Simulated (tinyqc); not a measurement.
# Implanted layer, carriers, mobility and sheet resistance: effect of the peak chemical concentration

An n-type layer from the surface x = 0 to the junction xj, N(x) = N0 exp(-(x - Rp)^2/(2 sg^2)). Local neutrality (no depletion at surface or junction, no spilling of carriers), intrinsic carriers neglected, full ionisation of active dopants.

xj = Rp + sg sqrt(2 ln(N0/Nb)). Active dopant A = min(N, Ns); n = A - Nb; mobility mu = m1 + (m2 (T/300 K)^(-bt) - m1)/(1 + ((A + Nb)/Nr)^am). Dose = integral of N, carrier sheet density = integral of n, 1/Rs = q integral of n mu, mean mobility 1/(q Rs sheet density), Hall mobility (unit Hall factor) = integral of n mu^2 over integral of n mu, Hall sheet density = (integral of n mu)^2/integral of n mu^2; all from 0 to xj. Integrals on 4000 steps.

Values chosen for this exercise; values close to those of arsenic in silicon over a p-type background: temperature T = 500 K; background doping of the opposite type Nb = 4.7e15 cm^-3; mobility limit at high doping m1 = 54.1 cm^2/(V s); mobility limit at low doping, at 300 K m2 = 1410 cm^2/(V s); reference doping of the mobility law Nr = 9.41e16 cm^-3; exponent of the mobility law am = 0.684; temperature exponent of m2 bt = 1.8; solubility limit of active dopant Ns = 1.97e20 cm^-3; straggle after annealing sg = 8.1 nm; projected range Rp = 8.3 nm.

Constants: q = 1.602176634e-19 C. Results are converted to the units shown.

Results:

| N0 (cm^-3) | xj (nm) | dose (cm^-2) | carriers (cm^-2) | Rs (ohm/square) | mean mobility (cm^2/(V s)) | Rs xj (ohm nm) | Hall/true sheet density |
|---|---|---|---|---|---|---|---|
| 2.7e17 | 31.36 | 4.632e11 | 4.485e11 | 5.697e4 | 244.3 | 1.786e6 | 0.9775 |
| 7.3e17 | 34.03 | 1.255e12 | 1.239e12 | 2.861e4 | 176.1 | 9.737e5 | 0.9573 |
| 2e18 | 36.48 | 3.439e12 | 3.422e12 | 1.450e4 | 125.8 | 5.290e5 | 0.9412 |
| 1.5e19 | 40.84 | 2.580e13 | 2.578e13 | 3212 | 75.37 | 1.312e5 | 0.9555 |
| 4e19 | 42.76 | 6.881e13 | 6.879e13 | 1387 | 65.41 | 5.932e4 | 0.9736 |
| 1.1e20 | 44.63 | 1.892e14 | 1.892e14 | 550.6 | 59.91 | 2.458e4 | 0.9873 |
| 2.9e20 | 46.34 | 4.989e14 | 4.140e14 | 261.7 | 57.61 | 1.213e4 | 0.9936 |
| 8e20 | 48.06 | 1.376e15 | 5.071e14 | 214.7 | 57.34 | 1.032e4 | 0.9951 |

Estimate the missing row, N0 = 5.4e18 cm^-3.

Computed row:

| N0 (cm^-3) | xj (nm) | dose (cm^-2) | carriers (cm^-2) | Rs (ohm/square) | mean mobility (cm^2/(V s)) | Rs xj (ohm nm) | Hall/true sheet density |
|---|---|---|---|---|---|---|---|
| 5.4e18 | 38.71 | 9.288e12 | 9.270e12 | 7146 | 94.22 | 2.766e5 | 0.9406 |

With this row back in the table: As N0 goes from 2.7e17 to 8e20, xj rises from 31.4 to 48.1 nm, Rs falls from 57000 to 215 ohm/square, the mean mobility falls from 244 to 57.3 cm^2/(V s) and the share of the dose that conducts goes from 96.8 through a maximum of 100 (at N0 = 1.1e20 among the rows listed) to 36.8 %. Rs goes as dose^(-0.69) at the low end and dose^(-0.20) at the high end; constant mobility and activation would give -1. Above N0 = Ns = 1.97e20 cm^-3 added dopant only widens the clipped top. For N0 = 2.7e17, 7.3e17 depletion at the junction, left out, would remove a tenth of the carriers or more.

Numbers from tinyqc (`OMP_NUM_THREADS=1 python tinyqc.py 2110142 2110143 out.jsonl`; about 0.01 s on one thread of a shared Intel Xeon 2.30GHz).
